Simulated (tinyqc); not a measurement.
Inputs raised by 10 %, one at a time: ion implantation: universal nuclear stopping, Lindhard-Scharff electronic stopping and a Gaussian range profile. Computed by tinyqc, a small Python program. Command: `OMP_NUM_THREADS=1 python tinyqc.py 3011224 3011225 out.jsonl implant sens`. One thread of a shared host (Intel(R) Xeon(R) Processor @ 2.30GHz), about 0.2 s of CPU time with the checks.

An ion slows by elastic collisions with screened nuclei and by friction with electrons; channelling is ignored and the target is uniform.

Inputs (values chosen for the exercise, modelled on aluminium ions in diamond):
```
quantity,value,unit
ion atomic number Z1,13,-
ion mass M1,27,u
target atomic number Z2,6,-
target mass M2,12.01,u
target density N,176.3,1/nm^3
ion energy E,230,keV
scale factor of electronic stopping k,1.1,-
dose Q,4.8e+13,1/cm^2
background C_B,2.2e+15,1/cm^3
displacement energy E_d,40,eV
```

Method:
- Reduced energy eps = 32.53 M2 E/(Z1 Z2 (M1 + M2)(Z1^0.23 + Z2^0.23)), E in keV; s_n = ln(1 + 1.1383 eps)/(2 (eps + 0.01321 eps^0.21226 + 0.19593 eps^0.5)) for eps up to 30 and ln(eps)/(2 eps) above; S_n = 8.462 Z1 Z2 M1 s_n/((M1 + M2)(Z1^0.23 + Z2^0.23)) in 1e-15 eV cm^2.
- S_e = k 3.83 Z1^(7/6) Z2/(Z1^(2/3) + Z2^(2/3))^(3/2) sqrt(E/M1) in 1e-15 eV cm^2, E in keV.
- Path length R = int_0^E dE'/(N (S_n + S_e)); energy lost to nuclei nu = int_0^E S_n/(S_n + S_e) dE' (both with E' = E y^3 and 64 Gauss-Legendre points in y).
- Estimates of Lindhard type: R_p = R/(1 + M2/(3 M1)), straggle dR_p = (2/3) R_p sqrt(M1 M2)/(M1 + M2).
- C(x) = C_p exp(-(x - R_p)^2/(2 dR_p^2)) with C_p = Q/(sqrt(2 pi) dR_p), 1 nm = 1e-7 cm; the profile falls to the background at x_j = R_p + dR_p sqrt(2 ln(C_p/C_B)); the peak atomic fraction is C_p/N.
- Kinchin-Pease count with efficiency 0.8: N_d = 0.8 nu/(2 E_d), taking all of nu as damage energy (an upper estimate, as recoils also lose energy to electrons). Spread over a depth R_p + dR_p, displacements per atom = Q N_d/(N (R_p + dR_p)).

Runs:
```
input moved,from,to,straggle dR_p (nm),peak concentration C_p (1/cm^3),energy lost to nuclei nu (keV),displacements per atom
base run,-,-,53.92,3.551e+18,101.5,0.01206
scale factor of electronic stopping k,1.1,1.21,51.16,3.743e+18,96.8,0.01212
dose Q (1/cm^2),4.8e+13,5.28e+13,53.92,3.906e+18,101.5,0.01326
background C_B (1/cm^3),2.2e+15,2.42e+15,53.92,3.551e+18,101.5,0.01206
target density N (1/nm^3),176.3,193.93,49.02,3.906e+18,101.5,0.01206
ion mass M1 (u),27,29.7,53.62,3.572e+18,106.8,0.01257
ion atomic number Z1,13,14.3,49.66,3.856e+18,105.4,0.01360
target atomic number Z2,6,6.6,49.42,3.875e+18,105.1,0.01362
```

Exponents ln(y'/y) / ln(x'/x):
```
input,straggle dR_p,peak concentration C_p,energy lost to nuclei nu,displacements per atom
scale factor of electronic stopping k,-0.553,0.553,-0.500,0.053
dose Q,0.000,1.000,0.000,1.000
background C_B,0.000,0.000,0.000,0.000
target density N,-1.000,1.000,0.000,0.000
ion mass M1,-0.060,0.060,0.533,0.438
ion atomic number Z1,-0.865,0.865,0.402,1.266
target atomic number Z2,-0.916,0.916,0.366,1.282
```

Among the inputs moved here: straggle dR_p answers most in size to target density N (exponent -1.000), next to target atomic number Z2 (-0.916); its exponent is below 0.0005 for dose Q, background C_B. peak concentration C_p answers most in size to dose Q (exponent +1.000), and about equally to target density N (+1.000); its exponent is below 0.0005 for background C_B. Its exponent +1.000 in dose Q: the profile scales with dose. Its exponent +1.000 in target density N: the straggle shrinks as 1/N. energy lost to nuclei nu answers most in size to ion mass M1 (exponent +0.533), next to scale factor of electronic stopping k (-0.500); its exponent is below 0.0005 for dose Q, background C_B, target density N. displacements per atom answers most in size to target atomic number Z2 (exponent +1.282), and about equally to ion atomic number Z1 (+1.266); its exponent is below 0.0005 for background C_B, target density N. Its exponent +1.000 in dose Q: cascades are counted independently.

Caution (all rows): the estimates of R_p and dR_p assume mainly nuclear stopping and an ion not much lighter than the target; here they are rough, and for light ions in heavy targets the straggle can be low by a factor of two or more.

Extremes, crossings and ranges named in words are read from the listed rows.
